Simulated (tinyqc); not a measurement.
Off-state leakage of single and stacked transistors: two steps of the calculation.

n-channel devices of unit width. Subthreshold current I(Vg, Vs, Vd) = I0 (T/300 K)^0.5 exp[(Vg - Vs - VT(T) - gb (Vs - Vb) + dd (Vd - Vs))/(nf Vt)] (1 - exp(-(Vd - Vs)/Vt)), VT(T) = VT - cT (T - 300 K). Gate-edge tunnelling Ig (Vd/1 V) exp(ag (Vd - 1 V)), for a gate at 0 V, and band-to-band leakage Ab u exp(-Bb/u), u = Vd - Vb + 1 V, flow at a drain held at V; both are taken as independent of T. In a stack of off transistors (all gates at 0 V) the same subthreshold current passes through each.

Parameters, values chosen for the exercise; values of the order met in bulk silicon logic transistors: temperature T = 300 K; supply voltage V = 1 V; threshold at 300 K, zero drain and body bias VT = 0.3 V; fall of the threshold with temperature cT = 0.8 mV/K; current at threshold at 300 K I0 = 0.64 uA/um; slope factor nf = 1.25; drain-induced lowering per volt dd = 0.11; rise of the threshold per volt of source-body bias gb = 0.21; gate-edge tunnelling current at 1 V Ig = 0.0001 uA/um; exponential slope of the gate current ag = 3.5 1/V; prefactor of band-to-band leakage at the drain Ab = 5 uA/(um V); its exponential voltage Bb = 24 V; body voltage Vb = 0 V.

Constants: q = 1.602176634e-19 C, kB = 1.380649e-23 J/K, Vt = kB T/q. Results are converted to the units shown.

Question 1. Leakage of one transistor. Vg = Vs = 0, Vd = V; effective threshold VT(T) - gb Vb - dd V.

Find: effective threshold; parts; total; shares.

Answer 1.

effective threshold = 0.19000 V
parts (nA/um): subthreshold 1.7893, gate edge 0.10000, band-to-band 0.061442
total = 1.9508 nA/um
shares (%): subthreshold 91.724, gate edge 5.1262, band-to-band 3.1496

The subthreshold part is the largest.

Question 2. New Vx. Stack of two, Vx the node between them: I_low = I(0, 0, Vx), I_up = I(0, Vx, V), f = ln(I_up/I_low), f' = -(1 + gb + 2 dd)/(nf Vt) - 1/(Vt (exp(Vx/Vt) - 1)) - 1/(Vt (exp((V - Vx)/Vt) - 1)), Vx(new) = Vx - f/f'.

Vx at the start = 0.077 V

Give: I_low; I_up; f; f'; Vx after iteration 1.

Answer 2.

I_low = 0.073369 nA/um
I_up = 0.077039 nA/um
f = 0.048805
f' = -46.325 1/V
Vx after iteration 1 = 0.078054 V

Program tinyqc, `OMP_NUM_THREADS=1 python tinyqc.py 2242004 2242005 out.jsonl`; Intel Xeon 2.30GHz, shared host, one thread, about 0.03 s.
